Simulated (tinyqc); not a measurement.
CMOS inverter, nodal equation and switching: effect of the supply voltage.

An n-channel pull-down (bn, VTn) and a p-channel pull-up (bp, VTp) share the input Vin and the output node Vout, which carries the load C. Transistor (EKV form, voltages against the body): I = 2 n b Vt^2 [F(vp - Vs) - F(vp - Vd)] from drain to source, F(v) = ln^2(1 + exp(v/(2 Vt))), vp = (Vg - VT + sg |Vd - Vs|)/n. n-channel bodies are at 0; for the p-channel device all voltages are counted down from Vdd. b in uA/V^2 gives I in uA. Static: In = Ip. Transient: C dVout/dt = Ip - In. No velocity saturation, no gate capacitance beyond C.

VM solves In = Ip with Vin = Vout; VIL and VIH are the inputs of gain -1, NML = VIL - Vout(VIH), NMH = Vout(VIL) - VIH. For a step input the delay to Vdd/2 is tHL = C times the integral of dV/(In - Ip) from Vdd/2 to Vdd at Vin = Vdd, and tLH likewise with Ip - In from 0 to Vdd/2 at Vin = 0.

Values chosen for this exercise: temperature T = 273 K; slope factor n = 1.22; drain-induced barrier lowering sg = 0.086; n-channel threshold VTn = 0.39 V; p-channel threshold (magnitude) VTp = 0.44 V; gain factor of the pull-down transistor bn = 360 uA/V^2; gain factor of the pull-up transistor bp = 180 uA/V^2; load capacitance C = 0.29 fF.

Constants: q = 1.602176634e-19 C, kB = 1.380649e-23 J/K, Vt = kB T/q. Results are converted to the units shown.

Results:

| Vdd (V) | VM (V) | gain at VM | NML (V) | NMH (V) | tHL (ps) | tLH (ps) |
|---|---|---|---|---|---|---|
| 0.2 | 0.06849 | -8.092 | 0.03224 | 0.1022 | 3.007e4 | 3.369e5 |
| 0.3 | 0.1178 | -11.06 | 0.07780 | 0.1478 | 1373 | 1.357e4 |
| 0.4 | 0.1677 | -11.55 | 0.1232 | 0.1934 | 108.4 | 723.6 |
| 0.5 | 0.2175 | -11.62 | 0.1680 | 0.2387 | 22.88 | 93.74 |
| 0.6 | 0.2669 | -11.63 | 0.2116 | 0.2834 | 9.501 | 29.46 |
| 1 | 0.4534 | -11.63 | 0.3404 | 0.4471 | 2.164 | 5.047 |
| 1.2 | 0.5388 | -11.63 | 0.3702 | 0.5235 | 1.502 | 3.370 |

Estimate the missing row, Vdd = 0.8 V.

Computed row:

| Vdd (V) | VM (V) | gain at VM | NML (V) | NMH (V) | tHL (ps) | tLH (ps) |
|---|---|---|---|---|---|---|
| 0.8 | 0.3632 | -11.63 | 0.2887 | 0.3688 | 3.695 | 9.296 |

With this row back in the table: As Vdd goes from 0.2 to 1.2 V, VM rises from 0.0685 to 0.539 V, the size of the gain rises from 8.09 to 11.6, tHL falls from 30100 to 1.50 ps and tLH falls from 3.37e5 to 3.37 ps. The smaller margin is largest, 0.370 V, at Vdd = 1.2 V among the rows. For Vdd = 1 to 1.2 V the overdrive passes 0.5 V, where velocity saturation, left out here, would lengthen the delays of short devices. For Vdd = 0.2 to 0.4 V the supply is below a threshold, where mismatch, left out here, dominates margins and delay.

tinyqc, about 0.04 s, one thread, Intel Xeon 2.30GHz (shared host): `OMP_NUM_THREADS=1 python tinyqc.py 2340141 2340142 out.jsonl`
